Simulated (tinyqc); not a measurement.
Square-lattice Ising model by mean field, Bethe lattice, transfer matrix, exact enumeration and Monte Carlo steps: one step, computed by the program tinyqc. Command: `OMP_NUM_THREADS=1 python tinyqc.py 3012434 3012435 out.jsonl ising walk`. One thread of a shared host (Intel(R) Xeon(R) Processor @ 2.30GHz), about 0.07 s of CPU time with the checks.

H = -J sum over nearest pairs s_i s_j, s = +-1, no field, periodic boundaries; energies per site are in J. As a lattice gas or an alloy, s marks which species holds the site.

Question. Free energy and correlation length of the strip. With the eigenvalues l1 > l2: -f/(k_B T) = ln(l1)/w per site; xi = 1/ln(l1/l2) rows.

Inputs (values chosen for the exercise, for a model lattice): temperature T = 363 K; strip width w = 3.

T:
```
          +++       ++-       +-+       +--       -++       -+-       --+       ---
+++  4.134621  1.605013  1.605013  1.000000  1.605013  1.000000  1.000000  1.000000
++-  1.605013  1.605013  0.623048  1.000000  0.623048  1.000000  0.388189  1.000000
+-+  1.605013  0.623048  1.605013  1.000000  0.623048  0.388189  1.000000  1.000000
+--  1.000000  1.000000  1.000000  1.605013  0.388189  0.623048  0.623048  1.605013
-++  1.605013  0.623048  0.623048  0.388189  1.605013  1.000000  1.000000  1.000000
-+-  1.000000  1.000000  0.388189  0.623048  1.000000  1.605013  0.623048  1.605013
--+  1.000000  0.388189  1.000000  0.623048  1.000000  0.623048  1.605013  1.605013
---  1.000000  1.000000  1.000000  1.605013  1.000000  1.605013  1.605013  4.134621
```

Give: three largest eigenvalues; -f/(k_B T); correlation length xi.

Answer.

three largest eigenvalues: 9.699  3.497  1.594

-f/(k_B T) = 0.7574

correlation length xi = 0.9801
